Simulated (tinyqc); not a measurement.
Critical temperature from a phonon spectrum: McMillan, Allen-Dynes and the linearised Eliashberg equation: one step, computed by the program tinyqc. Command: `OMP_NUM_THREADS=1 python tinyqc.py 3016246 3016247 out.jsonl eliashberg walk`. One thread of a shared host (Intel(R) Xeon(R) Processor @ 2.30GHz), about 0.02 s of CPU time with the checks.

alpha^2 F(omega) = sum_i (lambda_i omega_i/2) delta(omega - omega_i), so that lambda = 2 int alpha^2 F/omega d omega = sum_i lambda_i.

Task: Largest eigenvalue of the small kernel. K is the kernel of the linearised Eliashberg equation on the Matsubara points omega_n = (2n + 1) pi k_B T; T_c is where its largest eigenvalue rho is zero. Diagonalise K; at rho = 0 the eigenvector c is the gap function Delta_n/omega_n up to a factor; away from it Delta_n/Delta_0 = (2n + 1) c_n/c_0 is only an estimate.

Inputs (values chosen for the exercise, for a model metal): trial temperature = 26.2 K.

Peaks in alpha^2 F: two.

K:
```
,1,2,3,4,5,6
1,-0.49439,1.06200,0.76944,0.53963,0.36566,0.23696
2,1.06200,-4.22474,0.83219,0.59547,0.41092,0.27106
3,0.76944,0.83219,-7.51149,0.70349,0.50087,0.34096
4,0.53963,0.59547,0.70349,-10.45875,0.63352,0.44844
5,0.36566,0.41092,0.50087,0.63352,-13.16434,0.59360
6,0.23696,0.27106,0.34096,0.44844,0.59360,-15.69996
```

Give: largest eigenvalue rho; Delta_n/Delta_0.

Result:

largest eigenvalue rho = 0.00444

Delta_n/Delta_0: [1.00, 0.89, 0.74, 0.58, 0.43, 0.30]

rho > 0: in this small matrix the trial temperature lies below T_c.
